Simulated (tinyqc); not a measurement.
## Double-gate transistor below threshold, two-dimensional Poisson equation on a small mesh: effect of the acceptor density of the depleted body

Half of a symmetric double-gate structure: row 0 is the mid-plane of the body, where the normal field vanishes. Mobile charge is neglected (subthreshold), the body is fully depleted, and potentials are counted from the intrinsic level; rows run upward to the gate, columns from source to drain.

Mesh: rows i = 0..12 in the semiconductor (step hs = tb/12, row 12 on the interface), then 8 step(s) ho = tox/8 up to the gate row 20; columns j = 0..80 (step hy = L/80). Box integration, divided by eps0: up_i = eps hy/h of the interval above row i, dn_i = that of the interval below (0 for row 0), lat_i = (sum of eps h/2 over the intervals above and below)/hy, s_i = -q Na w_i hy/eps0 with w_i the semiconductor height of the box (hs/2 for row 0 and the interface row, hs between, 0 in the insulator). Each free node obeys (up + dn + 2 lat) psi = up psi(above) + dn psi(below) + lat [psi(left) + psi(right)] + s. Fixed values: gate row Vg - Vfb; column 0 at Vbi and the last column at Vbi + Vd in the semiconductor, each running linearly to Vg - Vfb across the insulator. The system is solved directly. On row 0 the minimum of psi and its place come from a parabola through the three lowest nodes; barrier = Vbi - minimum, swing = Vt ln 10/(d psi/dVg), DIBL = (d psi/dVd)/(d psi/dVg) there. Lambda = pi/k with k the smallest positive root of tan(k tox) tan(k tb) = eox/eps_r.

Parameters, values chosen for the exercise; semiconductor permittivity close to that of gallium nitride:
```
symbol,value,unit,meaning
T,300,K,temperature
eps_r,9.41,,relative permittivity of the semiconductor
eox,25,,relative permittivity of the insulator
tb,8,nm,half the body thickness
tox,5.3,nm,insulator thickness
L,37,nm,channel length
Vbi,0.46,V,potential of the source
Vfb,0.01,V,gate offset
Vg,0.1,V,gate voltage
Vd,0.05,V,drain voltage
```

Constants: q = 1.602176634e-19 C, kB = 1.380649e-23 J/K, Vt = kB T/q, eps0 = 8.8541878128e-14 F/cm where lengths are in cm. Results are converted to the units shown.

Result of one run:
```
Na (cm^-3),L/Lambda,barrier (V),place y/L,swing (mV/decade),DIBL (mV/V)
3e18,1.771,0.5462,0.4923,71.62,97.27
```

What becomes of these results when the acceptor density of the depleted body Na is changed from 3e18 to 1e18 cm^-3, all else the same?

Result of the changed run:
```
Na (cm^-3),L/Lambda,barrier (V),place y/L,swing (mV/decade),DIBL (mV/V)
1e18,1.771,0.3844,0.4900,71.63,96.04
```

The whole series:
```
Na (cm^-3),L/Lambda,barrier (V),place y/L,swing (mV/decade),DIBL (mV/V)
0,1.771,0.3035,0.4882,71.64,95.10
5e17,1.771,0.3439,0.4891,71.64,95.61
1e18,1.771,0.3844,0.4900,71.63,96.04
2e18,1.771,0.4653,0.4913,71.63,96.74
3e18,1.771,0.5462,0.4923,71.62,97.27
5e18,1.771,0.7081,0.4937,71.62,98.05
```

As Na goes from 0 to 5e18 cm^-3, the barrier rises from 0.303 to 0.708 V, the swing stays near 71.6 mV a decade and DIBL rises from 95.1 to 98.1 mV/V; the ideal swing is 59.5. The barrier top moves from y/L = 0.488 to 0.494.

Computed by the program tinyqc: `OMP_NUM_THREADS=1 python tinyqc.py 2480106 2480107 out.jsonl`, one thread of a shared Intel Xeon 2.30GHz, about 0.1 s for the whole run.
